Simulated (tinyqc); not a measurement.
Anneal temperature: kinetics of strain relaxation and threading dislocations in mismatched semiconductor layers. Computed by tinyqc, a small Python program. Command: `OMP_NUM_THREADS=1 python tinyqc.py 3009185 3009186 out.jsonl threading walk`. One thread of a shared host (Intel(R) Xeon(R) Processor @ 2.30GHz), about 0.01 s of CPU time with the checks.

60-degree dislocations on {111} planes of a (001) layer, isotropic elasticity. The Schmid factor is 1/sqrt(6), and a misfit segment relieves strain with b/2.

Inputs (values chosen for the exercise, modelled on In(0.2)Ga(0.8)As on GaAs):
```
quantity                        value         unit
misfit f                       0.0149            -
shear modulus G                  45.4          GPa
Poisson ratio nu                 0.32            -
Burgers vector b                 4.05     angstrom
glide activation energy Q        1.31           eV
velocity prefactor v0            7700  m/s per MPa
layer thickness h                  87           nm
anneal temperature T              582            K
anneal time t                     190            s
initial thread density rho_0    8e+06       1/cm^2
multiplication constant delta    3200          1/m
```

Sources: fixed density of threads.

Constants: k_B = 8.617333262e-05 eV/K.

Method:
- Excess resolved stress tau = (1/sqrt 6) [2 G (1 + nu)/(1 - nu)] (e - e_eq), e_eq = b (1 - nu/4) [ln(h/b) + 1]/(4 pi (1 + nu) h), the Matthews-Blakeslee strain of an uncapped layer; glide velocity v = v0 tau exp(-Q/(k_B T)), tau in MPa.
- Threads run in two directions, so de/dt = -(b/4) rho v, with rho fixed. With x = e - e_eq, x0 = f - e_eq (fully strained at t = 0) and v = m S x (m the mobility, S x = tau): x = x0 exp(-t/t_r), t_r = 4/(b rho_0 m S).
- The half time is that at which x = x0/2.

half time = 34.0883 s

excess stress tau = 953.823 MPa

equilibrium strain e_eq = 0.00164461

After the time t:
```
T (K)  first velocity (micrometre/s)  relieved (%)  threads (1/cm^2)  half time (s)
469                       6.1513e-02         0.712          8.00e+06     1.8440e+04
487                       2.0383e-01         2.339          8.00e+06     5.5650e+03
508                       7.4076e-01         8.241          8.00e+06     1.5313e+03
525                       1.9521e+00        20.280          8.00e+06     5.8106e+02
546                       5.9454e+00        49.857          8.00e+06     1.9079e+02
560                       1.1926e+01        74.958          8.00e+06     9.5116e+01
580                       3.0410e+01        97.071          8.00e+06     3.7301e+01
612                       1.1973e+02       100.000          8.00e+06     9.4740e+00
```

What follows from these numbers?

The half time follows exp(Q/(k_B T)), a decade for each 45 K near 546 K. Relief goes from 20 % at 525 K to 75.0 % at 560 K: with a fixed density the onset is gradual, and more threads relax the layer sooner. Caution: rows with more than 50 % relieved leave out blocking by crossing misfit lines, which slows real layers.

Extremes, crossings and ranges named in words are read from the listed rows.
